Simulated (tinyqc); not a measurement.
# Trap density from the leakage

Question. Trap-assisted leakage is J = q Nt times the integral over x of the rate through one trap. Find Nt, the areal density Nt t and the mean in-plane spacing (Nt t)^(-1/2).

Inputs (values chosen for the exercise):
```
symbol,value,unit,meaning
t,5,nm,thickness
```

Constants: q = 1.602176634e-19 C. Results are converted to the units shown.

J = 4.5072243e-7 A/cm^2
integral of the rate over x = 9.3772938 nm/s

Solution. J is proportional to Nt.

Nt = 3.00e18 cm^-3
Nt t = 1.50e12 cm^-2
in-plane spacing = 8.16 nm

Computed by the program tinyqc: `OMP_NUM_THREADS=1 python tinyqc.py 2370040 2370041 out.jsonl`, one thread of a shared Intel Xeon 2.30GHz, about 0.03 s for the whole run.
